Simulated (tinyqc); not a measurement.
## Fully depleted semiconductor-on-insulator film with two gates, non-linear Poisson equation by Newton steps: threshold and coupling against the back-gate voltage

One dimension across the film, front interface at x = 0, back interface at x = ts. psi is counted from the intrinsic level, n = ni exp(psi/Vt) (source grounded), holes neglected, acceptors ionised. Gates act through Cox = eps0 eox/tox and Cbox = 3.9 eps0/tb with potentials G1 = Vg - (phiM - chi - Vt ln(Nc/ni)) and G2 = Vb - (phiB - chi - Vt ln(Nc/ni)). Classical Boltzmann densities, no interface charge, no depletion in the back plane.

ni = sqrt(Nc Nv) exp(-Eg/(2 Vt)), Eg in volts. The Poisson equation eps0 eps_r d2psi/dx2 = q (n + Na), with -eps0 eps_r dpsi/dx = Cox (G1 - psi) at x = 0 and eps0 eps_r dpsi/dx = Cbox (G2 - psi) at x = ts, is solved on 300 equal intervals with half boxes at both ends; N_inv is the trapezoid sum of n. VT is the Vg for N_inv = 1e11 cm^-2; -dVT/dVb from the linearised equation. Limits with Cs = eps0 eps_r/ts: front channel Cs Cbox/(Cox (Cs + Cbox)), back channel Cbox (Cox + Cs)/(Cox Cs). Swing at N_inv = 1e8 cm^-2.

Values chosen for this exercise; band and dielectric values close to those of silicon: temperature T = 250 K; band gap Eg = 1.13 eV; relative permittivity eps_r = 11.6; conduction-band density of states at T Nc = 2.16e19 cm^-3; valence-band density of states at T Nv = 2.03e19 cm^-3; electron affinity chi = 3.98 eV; relative permittivity of the gate insulator (close to silicon dioxide) eox = 3.9; insulator thickness tox = 2.8 nm; film thickness ts = 12 nm; buried-oxide thickness (eps_r 3.9) tb = 58 nm; acceptor density of the film Na = 1e15 cm^-3; work function of the front gate phiM = 4.35 eV; work function of the back plane phiB = 4.48 eV.

Constants: q = 1.602176634e-19 C, kB = 1.380649e-23 J/K, Vt = kB T/q, eps0 = 8.8541878128e-14 F/cm where lengths are in cm. Results are converted to the units shown.

The same in every row: front-channel limit = 0.0451; back-channel limit = 0.118.

Results:
```
Vb (V),VT (V),centroid/ts at VT,-dVT/dVb,swing (mV/decade)
-8,0.715,0.0388,0.0478,52.0
-6,0.619,0.0508,0.0486,52.1
-4,0.520,0.0734,0.0501,52.1
-2,0.417,0.132,0.0540,52.4
0,0.297,0.377,0.0700,53.4
4,-0.0881,0.908,0.110,55.2
6,-0.312,0.942,0.113,55.3
8,-0.540,0.958,0.114,55.4
```

Estimate the missing row, Vb = 2 V.

Computed row:
```
Vb (V),VT (V),centroid/ts at VT,-dVT/dVb,swing (mV/decade)
2,0.125,0.789,0.100,54.8
```

With this row back in the table: As Vb goes from -8 to 8, VT falls from 0.715 to -0.540 V, the centroid rises from 0.0388 to 0.958 of ts and -dVT/dVb rises from 0.0478 to 0.114. The coupling covers 3.61 % of the way from the front-channel to the back-channel limit in the first row and 95.4 % in the last. A positive back bias draws the electrons to the back interface, where the back gate has more leverage and the front gate less, so the swing worsens.

Program tinyqc, `OMP_NUM_THREADS=1 python tinyqc.py 2190014 2190015 out.jsonl`; Intel Xeon 2.30GHz, shared host, one thread, about 0.4 s.
